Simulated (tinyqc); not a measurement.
Gain against bias and Miller's formula: avalanche multiplication and breakdown of a junction from ionisation integrals. Computed by tinyqc, a small Python program. Command: `OMP_NUM_THREADS=1 python tinyqc.py 3023018 3023019 out.jsonl impact walk`. One thread of a shared host (Intel(R) Xeon(R) Processor @ 2.30GHz), about 0.02 s of CPU time with the checks.

Ionisation coefficients follow the local field. Position x runs through the depletion layer from the p side (x = 0), where electrons enter, to the n side (x = w), where holes enter. The built-in voltage is neglected.

Inputs (values chosen for the exercise, modelled on GaAs): electron prefactor a_n = 194000 1/cm; electron field b_n = 563000 V/cm; hole prefactor a_p = 241000 1/cm; hole field b_p = 642000 V/cm; exponent c = 1.8; permittivity eps = 12.9; doping gradient a = 2.7e+20 1/cm^4.

Junction: linearly graded.

Constants: e = 1.602176634e-19 C; eps_0 = 8.8541878128e-12 F/m.

Method:
- alpha_n = a_n exp(-(b_n/F)^c), alpha_p = a_p exp(-(b_p/F)^c).
- Field F = F_m [1 - (2x/w - 1)^2], w = sqrt(8 eps eps_0 F_m/(e a)), V = (2/3) F_m w.
- With Phi(x) = int_0^x (alpha_n - alpha_p) dx': 1 - 1/M_n = I_n = int_0^w alpha_n exp(-Phi) dx and M_p = M_n exp(-Phi(w)); trapezoid rule on 401 even points; breakdown at I_n = 1.
- Solve I_n(F_m) = 1.
- Miller's exponent n is defined by 1 - 1/M = (V/V_B)^n for the larger M.

breakdown voltage = 58.2098 V

critical field F_m = 0.330476 MV/cm

Gain:
```
V/V_B   V (V)  F_m (MV/cm)     M_n     M_p  Miller exponent n
0.50   29.105      0.20819   1.026   1.006             5.3224
0.60   34.926      0.23509   1.102   1.032             4.6607
0.70   40.747      0.26054   1.294   1.114             4.1526
0.80   46.568      0.28480   1.763   1.347             3.7523
0.90   52.389      0.30806   3.294   2.178             3.4339
0.95   55.299      0.31937   6.422   3.928             3.2998
0.98   57.046      0.32605  15.848   9.242             3.2263
0.99   57.628      0.32827  31.569  18.117             3.2028
```

What follows from these numbers?

The larger gain passes 2 between 0.800 and 0.900 of V_B and reaches 31.6 at 0.99. Miller's exponent runs from 3.2 to 5.3, so it is not a constant: a fit holds over a narrow range only. From the first row to the last the voltage grows by a factor 1.98 and the peak field by 1.58.

Extremes, crossings and ranges named in words are read from the listed rows.
